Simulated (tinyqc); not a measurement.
BCS gap equation with a constant attraction inside the Debye window. From one set of inputs to another, one input at a time. Computed by tinyqc, a small Python program. Command: `OMP_NUM_THREADS=1 python tinyqc.py 3013028 3013029 out.jsonl bcs ladder`. One thread of a shared host (Intel(R) Xeon(R) Processor @ 2.30GHz), about 0.01 s of CPU time with the checks.

Pairs attract with strength V for |xi| < k_B Theta; N(0) is the density of states for one spin. Energies are given as temperatures (E/k_B, in K) unless marked.

The inputs printed are set A. Set A is modelled on vanadium; the values taken over come from a set modelled on aluminium. Inputs not listed in the table keep their values of set A, so the rows need not describe a real material.

Inputs (values chosen for the exercise, modelled on vanadium):

| quantity | value | unit |
|---|---|---|
| coupling N(0)V | 0.228 | - |
| Debye temperature Theta | 383 | K |
| temperature T | 4.18 | K |
| Fermi velocity v_F | 330000 | m/s |
| electron density n | 7.26 | 1e28/m^3 |
| mean free path l | 6.5 | nm |

Solver: bisection.

Constants: k_B = 8.617333262e-05 eV/K; hbar = 1.054571817e-34 J s; k_B = 1.380649e-23 J/K; m_0 = 9.1093837015e-31 kg; eps_0 = 8.8541878128e-12 F/m; c = 299792458 m/s; e = 1.602176634e-19 C.

Method:
- At T = 0 the gap equation 1/(N(0)V) = int_0^Theta d xi/sqrt(xi^2 + Delta^2) has the integral arcsinh(Theta/Delta), so Delta_0 = Theta/sinh(1/(N(0)V)); weak coupling gives 2 Theta exp(-1/(N(0)V)).
- Gap equation: 1/(N(0)V) = I(Delta, T) = int_0^Theta tanh(E/2T)/E d xi, E = sqrt(xi^2 + Delta^2); 64 Gauss-Legendre points in y with xi = max(Delta, T) sinh(y).
- T_c solves I(0, T_c) = 1/(N(0)V); the weak-coupling form is T_c = (2 e^C/pi) Theta exp(-1/(N(0)V)) with Euler's C = 0.5772157, and 2 Delta_0/T_c then tends to 2 pi e^-C = 3.528.
- Residual r = N(0)V I - 1, with Delta_0 = Theta/sinh(1/(N(0)V)). Bisection between 0 and Delta_0. Stop when |r| < 1e-9 or after 40 steps.
- xi_0 = hbar v_F/(pi Delta_0); lambda_L = sqrt(m_0 eps_0 c^2/(n e^2)); N(0) = 3 n/(2 m_0 v_F^2) for one spin; condensation energy N(0) Delta_0^2/2 = B_c^2/(2 mu_0), mu_0 = 1/(eps_0 c^2); with scattering lambda = lambda_L sqrt(1 + xi_0/l) in the local limit (where xi_0 and l both exceed lambda, nonlocal response makes the true depth larger); Ginzburg-Landau kappa = 0.96 lambda_L/xi_0 + 0.72 lambda_L/l. Free-electron mass throughout; heavier carriers, as in niobium or vanadium, give a larger lambda_L and kappa and can make the metal type II.

Each row keeps all changes above it:

| input moved | from | to | T_c (K) | Delta(T) (K) | Ginzburg-Landau kappa |
|---|---|---|---|---|---|
| set A | - | - | 5.4070 | 7.1322 | 2.4097 |
| electron density n (1e28/m^3) | 7.26 | 18.2 | 5.4070 | 7.1322 | 1.5220 |
| temperature T (K) | 4.18 | 0.529 | 5.4070 | 9.5388 | 1.5220 |
| mean free path l (nm) | 6.5 | 980 | 5.4070 | 9.5388 | 0.1513 |
| Fermi velocity v_F (m/s) | 330000 | 2100000 | 5.4070 | 9.5388 | 0.0315 |
| coupling N(0)V | 0.228 | 0.168 | 1.1289 | 1.9272 | 0.0138 |
| Debye temperature Theta (K) | 383 | 423 | 1.2469 | 2.1551 | 0.0143 |

Which inputs carry the difference?

T_c goes from 5.41 to 1.25, a factor 0.231 in all. The largest single move comes from coupling N(0)V (a factor 0.209). Delta(T) goes from 7.13 to 2.16, a factor 0.302 in all. The largest single move comes from coupling N(0)V (a factor 0.202), and temperature T works against it (a factor 1.34). Ginzburg-Landau kappa goes from 2.41 to 0.0143, a factor 0.00594 in all. The largest single move comes from mean free path l (a factor 0.0994). The single moves hold for this order of the switches; the total does not depend on the order.

Extremes, crossings and ranges named in words are read from the listed rows.
